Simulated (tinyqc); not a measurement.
Comparisons within one model: virtual-crystal alloy in the empirical-pseudopotential method. A value that a table varies takes the place of the one given here.

Empirical pseudopotential on the fcc lattice, atoms at +/- tau, tau = a (1,1,1)/8, no spin-orbit coupling. H(G,G') = c (2 pi/a)^2 |k + G|^2 delta + VS(q) cos(q.tau) + i VA(q) sin(q.tau), q = G - G', c = hbar^2/2m0; k and G in units of 2 pi/a; VS at |q|^2 = 3, 8, 11 and VA at 3, 4, 11, in rydberg, zero elsewhere. At each k the basis holds all G with |k + G|^2 up to 16; energies are counted from the fourth level at Gamma.

Virtual crystal A(1-x)B(x): a = (1 - x) a_A + x a_B. Rule linear: V = (1 - x) V_A + x V_B. Rule volume: V = [(1 - x) a_A^3 V_A + x a_B^3 V_B]/a^3, since a form factor is an atomic potential divided by the cell volume.

Constants: hbar^2/2m0 = 3.80998211 eV angstrom^2; Ry = 13.60569312 eV.

Values chosen for the exercise (classic local form factors of the size used for GaAs (A) and InAs (B), which place X and L only to a few tenths of an eV; shifted at random, so the results belong to these values and not to a real crystal): a = (5.649, 6.052) angstrom (lattice constants of A, B); VSA = (-0.225, 0.011, 0.06) Ry (symmetric form factors of A); VAA = (0.071, 0.05, 0.011) Ry (antisymmetric form factors of A); VSB = (-0.22, 0, 0.05) Ry (symmetric form factors of B); VAB = (0.079, 0.051, 0.029) Ry (antisymmetric form factors of B); rule = volume (mixing rule).

## Gaps across the alloy

Gaps from the valence top to the fifth band at Gamma, at L = (1/2,1/2,1/2) and at the lowest of k = (f,0,0), f = 0.70, 0.75, ..., 1.00. Bowing C = 4 [(E(0) + E(1))/2 - E(1/2)].

Gaps (eV):

| x | Gamma | Delta/X | f of the minimum | L | lowest |
|---|---|---|---|---|---|
| 0.000 | 1.456 | 1.623 | 0.95 | 1.623 | Gamma |
| 0.167 | 1.249 | 1.711 | 1.00 | 1.604 | Gamma |
| 0.333 | 1.060 | 1.792 | 1.00 | 1.587 | Gamma |
| 0.500 | 0.888 | 1.868 | 1.00 | 1.572 | Gamma |
| 0.667 | 0.734 | 1.939 | 1.00 | 1.560 | Gamma |
| 0.833 | 0.595 | 2.005 | 1.00 | 1.549 | Gamma |
| 1.000 | 0.473 | 2.067 | 1.00 | 1.541 | Gamma |

bowing (eV): Gamma 0.306, Delta/X -0.092, L 0.041

How do the results move?

The lowest valley is Gamma throughout. From A to B the Gamma gap moves by -0.98 eV, L by -0.08 eV and Delta/X by +0.44 eV; a move of Delta/X below about 0.4 eV is within the error of such form factors, sign included. The virtual crystal holds no disorder and no bond relaxation, so its bowing comes from the non-linear dependence on the mean potential and volume alone, and it may differ from measured bowing, which is positive in these alloys, in size and even in sign; crossings move with it.

## Two mixing rules

Gaps from the valence top to the fifth band at Gamma, at L = (1/2,1/2,1/2) and at the lowest of k = (f,0,0), f = 0.70, 0.75, ..., 1.00. Both rules agree at the ends.

Gaps (eV):

| x | Gamma, linear | Delta/X, linear | L, linear | Gamma, volume | Delta/X, volume | L, volume |
|---|---|---|---|---|---|---|
| 0.25 | 1.197 | 1.747 | 1.606 | 1.152 | 1.752 | 1.595 |
| 0.50 | 0.944 | 1.862 | 1.586 | 0.888 | 1.868 | 1.572 |
| 0.75 | 0.702 | 1.968 | 1.564 | 0.663 | 1.973 | 1.554 |

What does this show?

At x = 0.5 the volume rule moves Gamma by -56 meV, Delta/X by +6 meV and L by -14 meV, that is the bowing by -4 times these; the lattice constants differ by 7.1 %, and the rules would coincide for equal ones.

(tinyqc, `OMP_NUM_THREADS=1 python tinyqc.py 1051315 1051316 out.jsonl`, Intel(R) Xeon(R) Processor @ 2.30GHz, 1 thread, shared host, about 0.2 s.)
